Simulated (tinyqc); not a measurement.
# Worked calculation: random telegraph noise from one oxide trap in a small MOSFET

tinyqc, about 0.01 s, one thread, Intel Xeon 2.30GHz (shared host): `OMP_NUM_THREADS=1 python tinyqc.py 2710024 2710025 out.jsonl` Printed values are rounded.

An acceptor-like trap exchanges electrons with the channel. Inversion charge Q = Cox u, u = n Vt W0(exp((Vg - VT)/(n Vt))), W0 the Lambert function, n = nf, Cox = eps0 eox/tox; linear regime Id = (W/L) mu Q Vd. Relative to threshold the surface potential rises by Vt ln(u/u0) and the oxide voltage by the rest of Vg - VT, with u0 = n Vt W0(1).

Inputs (values chosen for the exercise); values of the order met in silicon transistors: temperature T = 250 K; relative permittivity of the gate insulator (close to silicon dioxide) eox = 3.9; insulator thickness tox = 1 nm; depth of the trap from the channel interface xt = 0.25 nm; trap level above the channel Fermi level at threshold E0 = 0.02 eV; capture prefactor s0 = 2e-15 cm^2; capture barrier (lattice relaxation) EB = 0.21 eV; tunnelling decay length lt = 0.13 nm; thermal velocity vth = 1.4e7 cm/s; thickness of the inversion layer zi = 2.4 nm; threshold voltage VT = 0.38 V; body factor nf = 1.37; gate width W = 41 nm; gate length L = 23 nm; mobility mu = 200 cm^2/(V s); scattering coefficient of the charged trap asc = 0 V s; drain voltage Vd = 0.05 V; gate voltage Vg = 0.39 V.

Constants: q = 1.602176634e-19 C, kB = 1.380649e-23 J/K, Vt = kB T/q, eps0 = 8.8541878128e-14 F/cm where lengths are in cm. Results are converted to the units shown.

Range of the model: With fewer than ten electrons in the channel, current percolates around random dopants and traps, and real steps can be several times larger than this uniform estimate. VT is taken as given; short-channel effects and the uneven flow of current among few electrons are left out.

## Trap level, time constants and occupancy

N = Cox u/q; dpsi = Vt ln(u/u0); E = E0 - dpsi - (xt/tox)(Vg - VT - dpsi); capture time tc = 1/[(N/zi) vth s0 exp(-xt/lt - EB/Vt)]; emission time te = tc exp(-E/Vt); occupancy te/(tc + te).

u = 0.0206053 V
N = 4.44102e11 cm^-2
dpsi = 0.00447704 V
E = 0.0141422 eV
tc = 2.26030e-6 s
te = 1.17239e-6 s
occupancy = 0.341537

The trap lies 0.66 Vt above the Fermi level, so it is empty most of the time.

## Step height

A = W L; threshold step dV = q (1 - xt/tox)/(Cox A); gm/Id = 1/(u + n Vt); relative step dI/I = (gm/Id) dV + asc mu/A. Id as defined.

electrons in the channel N A = 4.18788
dV = 3.69017 mV
gm/Id = 19.9522 1/V
number part of dI/I = 7.36272 %
dI/I = 7.36272 %
Id = 1.26838 uA
dI = 93.3871 nA

## Lorentzian spectrum

Spectrum S(f) = 4 dI^2/{(tc + te)[(1/tc + 1/te)^2 + (2 pi f)^2]}; corner fc = (1/tc + 1/te)/(2 pi); variance dI^2 tc te/(tc + te)^2. Give S at f = 0, at fc and at 10 fc.

fc = 2.06166e5 Hz
S(0) = 6.05628e-21 A^2/Hz
S(fc) = 3.02814e-21 A^2/Hz
S(10 fc) = 5.99632e-23 A^2/Hz
rms current = 44.2865 nA

The rms value is 0.474 of the step; it reaches its largest share, 1/2, when tc = te.
